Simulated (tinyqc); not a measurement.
Resistance of a source-drain extension with a graded tip: one step of the calculation.

y runs along the channel, the gate covers y > 0. The doping is N0 for y < y0 and N0 10^(-(y - y0)/la) beyond, uniform over the depth xj. Sheet conductance s(y) = q mu(N) max(N - Nch, 0) xj + (for y > 0) ma Cox Vo, with mu(N) = u0 + (u1 - u0)/(1 + (N/Nr)^au) and Cox = eps0 eox/tox. Current is taken as one-dimensional; depletion of the tip, spreading and the contact are left out. The metallurgical junction lies at yj, where N = Nch.

Problem. Resistance of the overlapped part. Midpoint rule on 9 equal steps from 0 to yj: R_ov = sum h/s(y), per width.

Parameters, values chosen for the exercise; mobility law close to that of electrons in silicon:
```
symbol,value,unit,meaning
eox,3.9,,relative permittivity of the gate insulator (close to silicon dioxide)
tox,2.6,nm,insulator thickness
N0,8.3e19,cm^-3,active doping of the extension far from the gate
la,6.4,nm/decade,lateral abruptness
y0,-1,nm,position under the gate where the fall begins (gate edge at 0)
xj,8,nm,depth of the extension
Nch,2.4e18,cm^-3,channel doping
Vo,0.35,V,gate overdrive
ma,130,cm^2/(V s),mobility of the gate-induced layer
u1,1414,cm^2/(V s),mobility at low doping
u0,68.5,cm^2/(V s),mobility at high doping
Nr,9.2e16,cm^-3,reference doping
au,0.711,,exponent
```

Constants: q = 1.602176634e-19 C, eps0 = 8.8541878128e-14 F/cm where lengths are in cm. Results are converted to the units shown.

Find: y; N; doped conductance; sheet resistance; R_ov.

Solution.

```
point	y (nm)	N (cm^-3)	doped conductance (uS)	sheet resistance (ohm/square)
0	0.4916	4.853e19	496.3	1796
1	1.475	3.407e19	358.4	2388
2	2.458	2.392e19	258.8	3132
3	3.441	1.679e19	186.1	4056
4	4.424	1.179e19	132.2	5190
5	5.408	8.277e18	91.33	6589
6	6.391	5.811e18	59.28	8354
7	7.374	4.080e18	33.06	1.070e4
8	8.357	2.864e18	10.47	1.410e4
```

R_ov = 55.36 ohm um

tinyqc, about 0.05 s, one thread, Intel Xeon 2.30GHz (shared host): `OMP_NUM_THREADS=1 python tinyqc.py 2282005 2282006 out.jsonl`
